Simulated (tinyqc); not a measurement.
# Schottky barrier on an n-type semiconductor, non-linear Poisson equation by Newton steps: two studies

One dimension, metal at x = 0, donor density C(x) = Nd, uniform. Energies are counted from the electron Fermi level of the semiconductor and the conduction-band edge is Ec = -psi, so n = Nc exp(psi/Vt); holes follow the Fermi level of the metal, at -V, so p = Nv exp((V - psi - Eg)/Vt). Ends: psi(0) = V - phiB and psi = Vt ln(Nd/Nc) deep inside. Boltzmann statistics, full ionisation, no current, no image force in the Poisson equation.

Values chosen for this exercise; band and dielectric values those of a made-up semiconductor: temperature T = 300 K; band gap Eg = 0.71 eV; relative permittivity eps_r = 15; conduction-band density of states at T Nc = 1.26e19 cm^-3; valence-band density of states at T Nv = 5.29e18 cm^-3; donor density deep in the semiconductor Nd = 4.5e17 cm^-3; barrier height phiB = 0.43 eV; bias of the metal against the semiconductor V = 0 V.

Constants: q = 1.602176634e-19 C, kB = 1.380649e-23 J/K, Vt = kB T/q, eps0 = 8.8541878128e-14 F/cm where lengths are in cm. Results are converted to the units shown.

Each table varies one quantity; the others keep the values above.

## Capacitance-voltage profiling

The Poisson equation d/dx(eps0 eps_r dpsi/dx) = -q (p - n + C) is solved on a mesh of about 1000 nodes or more that ends in neutral material. C_s = q d/dV of the integral of n over x, from the linearised equation. Probed depth w = eps0 eps_r/C_s; apparent doping N_app = C_s^3/(q eps0 eps_r dC_s/dV), the derivative by central differences over +/- 0.02 V.

The same in every row: true C(w) (cm^-3) = 4.500e17.

Capacitance-voltage profiling:

| V (V) | C_s (nF/cm^2) | w (nm) | N_app (cm^-3) | \|E_0\| (kV/cm) |
|---|---|---|---|---|
| 0 | 388.0 | 34.23 | 4.489e17 | 185.8 |
| -0.29 | 280.6 | 47.33 | 4.497e17 | 256.9 |
| -0.57 | 232.2 | 57.20 | 4.499e17 | 310.5 |
| -0.86 | 201.6 | 65.88 | 4.499e17 | 357.6 |
| -1.14 | 181.2 | 73.29 | 4.499e17 | 397.9 |
| -1.43 | 165.5 | 80.25 | 4.500e17 | 435.6 |
| -1.71 | 153.6 | 86.44 | 4.500e17 | 469.2 |
| -2 | 143.7 | 92.41 | 4.500e17 | 501.7 |

What does the table show?

C_s falls from 388 to 144 nF/cm^2 while the probed depth goes from 34.2 to 92.4 nm. The apparent doping stays near 4.50e17 cm^-3. It departs most from the true doping at that depth for V = 0 V, where it is 0.24 % below it; so the doping is read well over the depths probed.

## Effect of the donor density deep in the semiconductor

First integral for uniform doping: E_0^2 = (2 q/(eps0 eps_r)) [Nd (U - Vt + Vt exp(-U/Vt)) + Vt p_0], U = Vbi - V, Vbi = phiB - Vt ln(Nc/Nd), p_0 = Nv exp((phiB - Eg)/Vt) (deep holes neglected). Image-force lowering dphi = sqrt(q E_0/(4 pi eps0 eps_r)), at x_m = sqrt(q/(16 pi eps0 eps_r E_0)). W = sqrt(2 eps0 eps_r U/(q Nd)).

Effect of the donor density deep in the semiconductor:

| Nd (cm^-3) | Vbi (V) | W (nm) | E_0 (kV/cm) | dphi (mV) | exp(dphi/Vt) | p_0/Nd |
|---|---|---|---|---|---|---|
| 1e15 | 0.1859 | 555.2 | 6.267 | 7.756 | 1.350 | 0.1046 |
| 3.1e15 | 0.2152 | 339.2 | 11.93 | 10.70 | 1.513 | 0.03375 |
| 9.4e15 | 0.2438 | 207.4 | 22.25 | 14.61 | 1.760 | 0.01113 |
| 2.9e16 | 0.2730 | 124.9 | 41.59 | 19.98 | 2.166 | 0.003608 |
| 8.8e16 | 0.3017 | 75.39 | 76.53 | 27.10 | 2.853 | 0.001189 |
| 2.7e17 | 0.3306 | 45.06 | 140.9 | 36.78 | 4.148 | 3.875e-4 |
| 8.2e17 | 0.3594 | 26.96 | 256.9 | 49.66 | 6.827 | 1.276e-4 |
| 2.5e18 | 0.3882 | 16.04 | 467.5 | 66.99 | 13.35 | 4.185e-5 |

As Nd goes from 1e15 to 2.5e18, the surface field rises from 6.27 to 467 kV/cm, the lowering rises from 7.76 to 67.0 mV and W falls from 555 to 16.0 nm. Over the table the lowering goes as Nd^(0.28); the depletion formulas give 1/4 at fixed Vbi.

Numbers from tinyqc (`OMP_NUM_THREADS=1 python tinyqc.py 2020147 2020148 out.jsonl`; about 0.06 s on one thread of a shared Intel Xeon 2.30GHz).
